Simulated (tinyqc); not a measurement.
Tersoff bond-order potential. Which input was changed? Computed by tinyqc, a small Python program. Command: `OMP_NUM_THREADS=1 python tinyqc.py 3001734 3001735 out.jsonl tersoff which`. One thread of a shared host (Intel(R) Xeon(R) Processor @ 2.30GHz), about 0.2 s of CPU time with the checks.

E = (1/2) sum_(i, j != i) [A exp(-lambda r_ij) - b_ij B exp(-mu r_ij)], b_ij = (1 + (beta zeta_ij)^n)^(-1/(2n)), zeta_ij = sum_(k != i, j) g(theta_ijk), g = 1 + c^2/d^2 - c^2/(d^2 + (h - cos theta)^2), with theta at atom i. Only nearest neighbours count (cut-off function 1 for them, 0 beyond).

Inputs (values chosen for the exercise, modelled on silicon):

| quantity | value | unit |
|---|---|---|
| A | 1797.1 | eV |
| B | 469.95 | eV |
| lambda | 2.4799 | 1/angstrom |
| mu | 1.7322 | 1/angstrom |
| beta | 1.04e-06 | - |
| n | 0.7985 | - |
| c | 103200 | - |
| d | 16.26 | - |
| h | -0.6209 | - |

Constants: 1 eV/angstrom^3 = 160.2176634 GPa.

Method:
- zeta = 3 g(cos theta = -1/3).
- With z equal bonds of order b, r = ln(lambda A/(mu b B))/(lambda - mu) and E per atom = -(z/2) b B exp(-mu r)(1 - mu/lambda).
- a0 = 4 r/sqrt3; B0 = phi''(r)/(3 a0) with phi'' = mu (lambda - mu) b B exp(-mu r), since b does not change under uniform scaling.
- Second derivatives of the energy per atom, volume V = a0^3/8: e_xx gives C11; e_xx = -e_yy gives 2 (C11 - C12); e_xy = e_yx = s/2 with a sublattice shift u_z gives C44 = (E_ss - E_su^2/E_uu)/V and Kleinman's parameter |E_su/E_uu|/(a0/4).

Problem. One of these inputs alone was changed, within the range given: B (300 to 560); beta (5.2e-07 to 2.08e-06); h (-0.8 to -0.3105); lambda (2.2 to 4). Which one, and to what value?

Results:

| run | C44 (GPa) | Kleinman's parameter | bulk modulus B0 (GPa) |
|---|---|---|---|
| before | 69.21611 | 0.6907195 | 100.9422 |
| after | 78.55490 | 0.6312070 | 96.2361 |

Solution.

Each candidate set to reproduce C44, and what it then gives:

| candidate | range searched | value needed | Kleinman's parameter | bulk modulus B0 (GPa) |
|---|---|---|---|---|
| B (eV) | 300 to 560 | 482.5 | 0.68059 | 111.84 |
| beta | 5.2e-07 to 2.08e-06 | 1.420e-6 | 0.63121 | 96.24 |
| h | -0.8 to -0.3105 | -0.5381 | 0.63768 | 108.55 |
| lambda (1/angstrom) | 2.2 to 4 | 2.497 | 0.68471 | 113.40 |

Only beta fits every result: it went from 1.04e-06 to 1.42e-6. The next best candidate, h, misses one result by 13 %.
